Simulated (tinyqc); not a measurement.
From results back to parameters: band gaps under pressure and temperature from deformation potentials. Two cases, with inputs chosen for the exercise.

Problem. A gap falls from its value at 0 K by aV T^2/(T + bV). The falls at two temperatures are given.

Find: T^2/fall; aV; bV.

Method. T^2/fall = (T + bV)/aV is a straight line in T with slope 1/aV and intercept bV/aV.

Case 1.

Values chosen (out of a larger set: near those of InP, the X and L potentials typical of such crystals; not measured data): T12 = (200, 400) K (two temperatures).

falls at the two temperatures (meV): 40.110193  103.445826

Solution.

T^2/fall (K^2/meV): 997.3  1546.7

aV = 0.364 meV/K
bV = 163 K

Case 2.

Values chosen (out of a larger set: near those of GaAs, the X and L potentials typical of such crystals; not measured data): T12 = (200, 400) K (two temperatures).

falls at the two temperatures (meV): 51.428571  139.354839

Solution.

T^2/fall (K^2/meV): 777.8  1148.1

aV = 0.540 meV/K
bV = 220 K

Computed by tinyqc, one run a case: `OMP_NUM_THREADS=1 python tinyqc.py N N+1 out.jsonl` with N = 1050014, 1050207; one thread of a shared Intel(R) Xeon(R) Processor @ 2.30GHz, about 0.01 s a run at most.
